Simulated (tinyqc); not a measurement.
What moves transparency and gain: optical gain and spontaneous emission in a bulk direct-gap semiconductor.

Parabolic bands, vertical transitions, no excitons. For each hole band j: mr = me mj/(me + mj); joint density of states J_j(E) = (mr/c)^(3/2) sqrt(E - Eg)/(2 pi^2), both spins, c = hbar^2/2m0; averaged matrix element |e.p|^2 = m0 Ep/6; alpha_j(E) = 4 pi^2 alpha_f c Ep J_j/(3 nr E) in 1/angstrom (alpha_f the fine-structure constant, listed as alpha among the constants), times 1e8 for 1/cm.

F_j(eta) = (1/Gamma(j + 1)) integral_0^infinity x^j dx/(1 + exp(x - eta)), which tends to exp(eta) for eta << 0.

Quasi-Fermi levels: n = Nc F_1/2(Fc/kT) and p = Nv F_1/2(Fv/kT), Fc counted up from the conduction edge and Fv down from the valence edge; Nc, Nv from N = 2 (m kB T/(4 pi c))^(3/2) with c = hbar^2/2m0, in 1/angstrom^3; times 1e24 for 1/cm^3, with me and (mhh^(3/2) + mlh^(3/2))^(2/3).

For band j the electron sits at Ee = (E - Eg) mr/me above its edge and the hole at Eh = (E - Eg) mr/mj; fe = 1/(1 + exp((Ee - Fc)/kT)), fh = 1/(1 + exp((Eh - Fv)/kT)); gain g = sum_j alpha_j (fe + fh - 1).

Constants: hbar^2/2m0 = 3.80998211 eV angstrom^2; fine-structure constant alpha = 0.007297352564; kB = 8.617333262e-05 eV/K.

Values chosen for the exercise (near those of InP; not measured data):
```
symbol  value    unit    meaning
Eg      1.37     eV      direct gap
me      0.0804   m0      electron mass
mhh     0.584    m0      heavy-hole mass
mlh     0.0928   m0      light-hole mass
Ep      20.5     eV      Kane energy
nr      3.41             refractive index
T       250      K
n       3.6e+18  1/cm^3  injected density, n = p
```

Transparency is Fc + Fv = 0; the peak is the largest g over E at the density n (0 if none).

Results for these values:
```
case  transparency density (1/cm^3)  Fc + Fv (eV)  peak gain (1/cm)
base                       1.21e+18        0.0858              1175
```

What happens to each result for n = 4.68e+18 1/cm^3, all else kept?

Answer: transparency density does not change at the printed digits; Fc + Fv rises from 0.0858 to 0.1134; peak gain rises from 1175 to 1652.

The same for each parameter in turn:
```
case                 transparency density (1/cm^3)  Fc + Fv (eV)  peak gain (1/cm)
base                                      1.21e+18        0.0858              1175
me = 0.0925 m0                            1.38e+18        0.0712              1210
mhh = 0.35 m0                             9.33e+17        0.1039              1936
Ep = 22.6 eV                              1.21e+18        0.0858              1295
T = 290 K                                 1.51e+18        0.0754               881
n = 4.68e+18 1/cm^3                       1.21e+18        0.1134              1652
nr = 3.58                                 1.21e+18        0.0858              1119
```

Computed by tinyqc, a small Python program: `OMP_NUM_THREADS=1 python tinyqc.py 1650387 1650388 out.jsonl` (the numbers bound the seed that draws the inputs); one thread of a shared host (Intel(R) Xeon(R) Processor @ 2.30GHz), about 0.08 s for the whole set of steps.
